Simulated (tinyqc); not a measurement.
Ion-assisted plasma etching: sheath, surface coverage, synergy and aspect-ratio dependence: one step, computed by the program tinyqc.

Radicals adsorb on bare sites; ions remove covered sites with a high yield and bare sites by sputtering; a slow spontaneous reaction acts everywhere, walls included.

Task: Fluxes. Bohm speed u_B = sqrt(e T_e/M_i); ion flux G_i = 0.61 n_e u_B; radical flux G_n = n c/4 with c = sqrt(8 k_B T_g/(pi M_n)).

Inputs (values chosen for the exercise, close to those used for silicon in a halogen plasma):
```
quantity                    value    unit
plasma density n_e          3e+10  1/cm^3
electron temperature T_e      3.4      eV
ion mass M_i                 35.5       u
radical density n         1.1e+13  1/cm^3
radical mass M_n             35.5       u
gas temperature T_g           300       K
```

Feature: round hole.

Constants: e = 1.602176634e-19 C; u = 1.6605390666e-27 kg; k_B = 1.380649e-23 J/K.

Give: Bohm speed; ion flux G_i; radical speed c; radical flux G_n; flux ratio G_n/G_i.

Result:

Bohm speed = 3.040e+05 cm/s

ion flux G_i = 5.563e+15 1/(cm^2 s)

radical speed c = 42299 cm/s

radical flux G_n = 1.163e+17 1/(cm^2 s)

flux ratio G_n/G_i = 20.91
